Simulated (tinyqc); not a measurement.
Shallow acceptor in the spherical model (Baldereschi-Lipari), strong spin-orbit limit: one step, computed by the program tinyqc.

The 1S(3/2) state has an s envelope f(r) and a d envelope g(r). In effective units they obey -(f'' + 2f'/r + 2f/r) + mu (g'' + 5g'/r + 3g/r^2) = E f and -(g'' + 2g'/r - 6g/r^2 + 2g/r) + mu (f'' - f'/r) = E g. The cubic term, the split-off band and the central cell are left out.

Task: Lowest level in the small basis. H c = E S c with c^T S c = 1 and the largest component positive; the d weight is the part of the norm in g.

H (Ry*), lower triangle (symmetric):
```
            f1        f2        f3        g1        g2        g3
f1       -0.99
f2  -0.6084849    2.0625
f3  -0.1353069  6.845455  33.51562
g1    1.273986  2.953148  3.746589  1.723333
g2    1.745042  7.962413  18.45717  3.637112  14.89583
g3    1.477021  10.90651  49.76508  3.865247  27.07827  103.4115
```

S, lower triangle (symmetric):
```
          f1        f2        f3        g1        g2        g3
f1  1.000000
f2  0.737557  1.000000
f3  0.328017  0.737557  1.000000
g1  0.000000  0.000000  0.000000  1.000000
g2  0.000000  0.000000  0.000000  0.602088  1.000000
g3  0.000000  0.000000  0.000000  0.156013  0.602088  1.000000
```

Give: E; coefficients; d weight.

Result:

E = -1.9891 Ry*

coefficients: f1 0.21891, f2 0.70912, f3 -0.01586, g1 -0.24887, g2 -0.30769, g3 0.02345

d weight = 0.23886
